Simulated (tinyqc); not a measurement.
Inside a calculation. Model: metal gate on a two-layer dielectric stack with fixed charge and a dipole.

Numbers from tinyqc (`OMP_NUM_THREADS=1 python tinyqc.py 2010098 2010099 out.jsonl`; about 0.01 s on one thread of a shared Intel Xeon 2.30GHz). Printed values are rounded.

Gate, layer 2, layer 1, p-type semiconductor; x runs from the gate inwards. Charges are counted in units of +q. psi is the band bending at the surface, positive towards inversion. Classical charge, Boltzmann statistics, no interface traps.

Parameters, values chosen for the exercise; band and dielectric values close to those of germanium, layer 1 close to silicon dioxide, layer 2 close to aluminium oxide: temperature T = 300 K; band gap Eg = 0.672 eV; relative permittivity eps_r = 15.9; conduction-band density of states at T Nc = 1.02e19 cm^-3; valence-band density of states at T Nv = 6.1e18 cm^-3; electron affinity chi = 3.98 eV; acceptor density Na = 2.2e18 cm^-3; work function of the gate metal pM = 4.36 eV; thickness of layer 1, next to the semiconductor t1 = 0.4 nm; relative permittivity of layer 1 e1 = 3.83; thickness of layer 2, next to the gate t2 = 2.7 nm; relative permittivity of layer 2 e2 = 8.81; fixed charge at the semiconductor interface Q1 = 1.8e11 cm^-2; fixed charge between the layers Q2 = -2e12 cm^-2; uniform charge density in layer 1 r1 = 2.6e18 cm^-3; uniform charge density in layer 2 r2 = 7.2e17 cm^-3; flat-band shift by a dipole layer between the layers Vd = -0.42 V; band bending psi of the working point ps = 0.69 V.

Constants: q = 1.602176634e-19 C, kB = 1.380649e-23 J/K, Vt = kB T/q, eps0 = 8.8541878128e-14 F/cm where lengths are in cm. Results are converted to the units shown.

Range of the model: The acceptor density exceeds a tenth of Nv, where Boltzmann statistics begin to fail. At the working point ps the carrier density at the surface is 5.6 times the band density of states, where degeneracy and quantisation, left out here, matter.

## Equivalent thickness and work-function difference

EOT = 3.9 (t1/e1 + t2/e2), Cox = eps0/(t1/e1 + t2/e2); phi_ms = pM - (chi + Eg - Vt ln(Nv/Na)).

EOT = 1.60254 nm
Cox = 2.15478 uF/cm^2
share of layer 1 in the EOT = 25.4165 %
phi_ms = -0.265635 V

## Flat-band voltage, term by term

EOT = 3.9 (t1/e1 + t2/e2), Cox = eps0/(t1/e1 + t2/e2); phi_ms = pM - (chi + Eg - Vt ln(Nv/Na)). Vfb = phi_ms + Vd - (q/eps0) [Q1 (t1/e1 + t2/e2) + Q2 t2/e2 + r1 (t1^2/(2 e1) + t1 t2/e2) + r2 t2^2/(2 e2)]: each charge counts with its electrical distance from the gate.

terms (V): phi_ms -0.265635, dipole -0.420000, Q1 -0.013384, Q2 0.110912, r1 -0.006750, r2 -0.005390
Vfb = -0.600247 V

Apart from phi_ms the largest term is that of dipole, -420 mV; all charges and the dipole together move Vfb by -335 mV.

## Threshold voltage

ni = sqrt(Nc Nv) exp(-Eg/(2 Vt)), Eg in volts, pB = Vt ln(Na/ni), Vth = Vfb + 2 pB + sqrt(4 q eps0 eps_r Na pB)/Cox.

ni = 1.78819e13 cm^-3
pB = 0.302990 V
depletion charge = 0.775503 uC/cm^2
Vth = 0.365631 V

## Charge in the semiconductor

ni = sqrt(Nc Nv) exp(-Eg/(2 Vt)), Eg in volts. Qs = -sign(psi) sqrt(2 q eps0 eps_r Na Vt [exp(-u) + u - 1 + (ni/Na)^2 (exp(u) - u - 1)]), u = psi/Vt.

Qs = -1.14928 uC/cm^2

The surface is in strong inversion: psi exceeds 2 Vt ln(Na/ni) = 0.606 V.

## Fields and voltage drops

Gauss: D = -Qs just inside the semiconductor; going towards the gate subtract q Q1, then q r1 t1, q Q2 and q r2 t2. Field = D/(eps0 e); the drop over a layer is its mean field times its thickness; Vg = phi_ms + Vd + psi + both drops.

```
place                        D (uC/cm^2)  field (MV/cm)
layer 2, gate side               1.39307        1.78587
layer 2, inner side              1.42422        1.82579
layer 1, outer side              1.10378        3.25489
layer 1, semiconductor side      1.12045        3.30402
semiconductor surface            1.14928        0.81636
```

drop over layer 2 = 0.487574 V
drop over layer 1 = 0.131178 V
Vg = 0.623117 V

The same Vg follows from Vfb + psi - Qs/Cox. The largest field, 3.30 MV/cm in size, is at: layer 1, semiconductor side.
